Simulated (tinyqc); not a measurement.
## A spin-degenerate level with charging energy between two leads, rate equations: current against bias

States 0, up, down and 2 with energies 0, e1 - Ez/2, e1 + Ez/2 and 2 e1 + U. mu_L = +V/2, mu_R = -V/2 (meV), f(x) = 1/(1 + exp(x/kB T)). A transition that adds one electron of given spin at the energy E has the rate G f(E - mu) from each lead, and its reverse G [1 - f(E - mu)]. I counts electrons leaving the left lead, times q.

Transition energies: 0-up e1 - Ez/2, 0-down e1 + Ez/2, up-2 e1 + U + Ez/2, down-2 e1 + U - Ez/2. dp/dt = W p; W_ji is the rate from state i to j, and each column sums to zero. Steady state: W p = 0 with sum p = 1. I = q GL sum over transitions i-j of [fL p_i - (1 - fL) p_j].

Inputs (values chosen for the exercise): charging energy of the second electron U = 4.5 meV; level e1 = -2.96 meV; tunnel rate to the left lead GL = 0.68 1/ns; tunnel rate to the right lead GR = 0.086 1/ns; temperature T = 2.7 K; Zeeman splitting Ez = 0.61 meV.

Constants: q = 1.602176634e-19 C, kB = 1.380649e-23 J/K, Vt = kB T/q. Results are converted to the units shown.

Current against bias:

| V (mV) | I (pA) | I (GL + GR)/(q GL GR) | mean number | p(up) - p(down) |
|---|---|---|---|---|
| 0.45 | 0.018469 | 0.0015100 | 1.0008 | 0.864 |
| 1.19 | 0.10495 | 0.0085803 | 1.0038 | 0.860 |
| 1.94 | 0.51916 | 0.042443 | 1.0188 | 0.844 |
| 2.68 | 2.3328 | 0.19072 | 1.0844 | 0.773 |
| 3.42 | 8.1023 | 0.66240 | 1.2929 | 0.547 |
| 4.17 | 16.471 | 1.3466 | 1.5930 | 0.222 |
| 4.91 | 20.930 | 1.7111 | 1.7424 | 0.0598 |
| 5.65 | 22.611 | 1.8485 | 1.7784 | 0.0188 |
| 6.4 | 23.525 | 1.9233 | 1.7812 | 8.40e-3 |
| 7.14 | 24.138 | 1.9734 | 1.7779 | 2.89e-3 |
| 7.88 | 24.385 | 1.9936 | 1.7761 | 6.97e-4 |
| 8.63 | 24.447 | 1.9987 | 1.7756 | 1.45e-4 |
| 9.37 | 24.460 | 1.9997 | 1.7755 | 2.97e-5 |

The scaled current rises from 0.00151 to 2.00. A transition enters the bias window when V = 2 |E|: at 2.47, 3.69, 5.31, 6.53 mV, each step a few kB T = 0.233 meV wide. With all four transitions inside, the scaled current tends to 2 and the mean number to 2 GL/(GL + GR) = 1.78; the last row has 2.00 and 1.78.

Range of the model: Rate equations need hbar G well below kB T; cotunnelling and the Kondo effect are left out.

tinyqc, about 0.01 s, one thread, Intel Xeon 2.30GHz (shared host): `OMP_NUM_THREADS=1 python tinyqc.py 2780125 2780126 out.jsonl`
